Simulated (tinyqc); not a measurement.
Coverage and depolarisation: effective work function and flat-band voltage of a metal/high-k/SiO2/Si stack with a dipole layer.

Constants: e^2/(4 pi eps0) = 14.39964547 eV angstrom.

Values chosen for the exercise (a stack on Si capped with a magnesium-like oxide; the results hold for these values, not for the real material): qd = 0.43 e (charge of a dipole); dd = 2.1 angstrom (its length); ed = 6.7 (dielectric constant in the dipole layer); al = 2 angstrom^3 (polarisability volume of a dipole).

Size of the step: linear D0 = 4 pi e2 N qd dd/ed, and D0/(1 + 9 al N^(3/2)), N in angstrom^-2, a Topping factor applied on top of ed as a model choice.

Results:

| N (cm^-2) | D0 (eV) | 9 al N^(3/2) | D (eV) |
|---|---|---|---|
| 2.0e+13 | 0.0488 | 0.0016 | 0.0487 |
| 5.0e+13 | 0.1219 | 0.0064 | 0.1212 |
| 1.0e+14 | 0.2439 | 0.0180 | 0.2396 |
| 2.0e+14 | 0.4878 | 0.0509 | 0.4641 |
| 4.0e+14 | 0.9755 | 0.1440 | 0.8527 |
| 7.0e+14 | 1.7072 | 0.3334 | 1.2803 |
| 1.0e+15 | 2.4388 | 0.5692 | 1.5542 |

What can be read from this table?

Depolarisation takes off 1.8 % at 1e14 and 25 % at 7e14 cm^-2. D would peak at N = (2/(9 al))^(2/3) = 2.3e+15 cm^-2, beyond the table.

Program tinyqc; command `OMP_NUM_THREADS=1 python tinyqc.py 1880301 1880302 out.jsonl`; about 0.01 s on one thread of a shared Intel(R) Xeon(R) Processor @ 2.30GHz.
